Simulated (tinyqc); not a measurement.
Printed widths: electron-beam lithography: double-Gaussian proximity function, edge placement and dose correction for parallel lines. Computed by tinyqc, a small Python program. Command: `OMP_NUM_THREADS=1 python tinyqc.py 3111725 3111726 out.jsonl proximity walk`. One thread of a shared host (Intel(R) Xeon(R) Processor @ 2.30GHz), about 0.01 s of CPU time with the checks.

Lines are infinitely long. Absorbed energy is counted so that the middle of a very large area written at dose 1 receives 1; the resist develops where it exceeds 1/2.

Inputs (values chosen for the exercise, of the order of those for 10 keV electrons in resist on silicon): forward range alpha = 0.0096 micrometre; backscatter range beta = 1.2 micrometre; backscatter ratio eta = 0.79.

line widths (micrometre): [0.057, 0.12, 0.031, 0.09]

gaps between the lines (micrometre): [0.083, 0.31, 0.053]

Method:
- The first line starts at x = 0; each next one starts after the width and the gap.
- f(r) = [exp(-r^2/alpha^2)/alpha^2 + eta exp(-r^2/beta^2)/beta^2]/(pi (1 + eta)). A line from a to b at dose d gives E(x) = d [S(alpha) + eta S(beta)]/(1 + eta), S(s) = [erf((b - x)/s) - erf((a - x)/s)]/2.
- M_ij is the mean of E at the two edges of line i from line j at dose 1.
- Uncorrected edge energies are M 1. Solve M d = 1/2 for the doses d that put the mean edge energy of every line at the threshold.
- Edges are the roots of E(x) = 1/2 between a line centre and the middle of the next gap. Three cases: dose 1 everywhere; one common dose equal to the mean of d; the corrected doses.

Lines (micrometre):
```
line,left edge,right edge,centre
1,0.000,0.057,0.0285
2,0.140,0.260,0.2000
3,0.570,0.601,0.5855
4,0.654,0.744,0.6990
```

corrected doses: 1 1.49657, 2 1.48151, 3 1.48644, 4 1.49883

Width error, printed less drawn (nm):
```
line,drawn width (nm),dose 1,mean dose,corrected
1,57,-11.257,-0.06241,2.70e-05
2,120,-11.015,0.10914,1.40e-05
3,31,-11.101,0.05163,8.00e-06
4,90,-11.296,-0.09017,4.50e-05
```

What follows from these numbers?

With the common mean dose the errors span 0.2 nm. With corrected doses the largest error is below 0.01 nm.

Extremes, crossings and ranges named in words are read from the listed rows.
